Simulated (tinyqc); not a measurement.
Koster-Slater impurity in a tight-binding band, by Green functions and by supercells: one step, computed by the program tinyqc. Command: `OMP_NUM_THREADS=1 python tinyqc.py 3002063 3002064 out.jsonl kosterslater walk`. One thread of a shared host (Intel(R) Xeon(R) Processor @ 2.30GHz), about 0.04 s of CPU time with the checks.

One orbital per site, e(k) = -2 t sum cos(k_i) over 2 direction(s), band from -4 t to 4 t, lattice constant 1. One site has the extra energy U. Spin is left out.

Problem. The bound state. Outside the band G0(E) = (2/(pi E)) K(m), m = 16 t^2/E^2, K the complete elliptic integral with parameter m. A bound state solves 1/U = G0(E). Bisection in ln(distance from the edge) between 1e-5 t and |U| + t. Weight on the impurity site: -1/(U^2 dG0/dE), by a central difference with step min(1e-4 t, distance/30). Decay length along an axis: 1/arccosh(1 + distance/(2 t)).

Inputs (values chosen for the exercise, for a model band): hopping t = 0.55 eV; impurity potential U = 2.87 eV.

Lattice: square.

Give: level E_b; distance from the band edge; weight on the impurity site; decay length.

Solution.

level E_b = 3.305 eV

distance from the band edge = 1.105 eV

weight on the impurity site = 0.8411

decay length = 0.7579 sites

The state is compact: most of it sits on the impurity.
